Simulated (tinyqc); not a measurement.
Chemical-mechanical planarisation: Preston law, pattern density and step-height reduction: one step, computed by the program tinyqc. Command: `OMP_NUM_THREADS=1 python tinyqc.py 3028999 3029000 out.jsonl cmp walk`. One thread of a shared host (Intel(R) Xeon(R) Processor @ 2.30GHz), about 0.01 s of CPU time with the checks.

A row of 8 cells, repeated periodically, holds raised features that cover a share rho of each cell.

Task: Effective density. The stiff pad averages the density: rho_eff(i) = sum_j w_ij rho_j / sum_j w_ij, w = exp(-2 d^2/L^2), L the planarisation length and d the distance between cell centres, summed over all periodic images of cell j.

Inputs (values chosen for the exercise, close to those used for oxide polishing): cell size = 1.1 mm; planarisation length = 1.9 mm.

local pattern densities, cell by cell: 0.25  0.25  0.3  0.9  0.4  0.3  0.9  0.2

Give: normalised weights (images included) for cells 0, 1, 2, ... apart; effective densities.

Result:

normalised weights (images included) for cells 0, 1, 2, ... apart: 0.4619  0.2363  0.0316  0.0011  0.0000

effective densities: 0.2611  0.2817  0.4314  0.5998  0.5068  0.4812  0.5557  0.3823

Local densities span 0.2 to 0.9, effective ones 0.261 to 0.600.
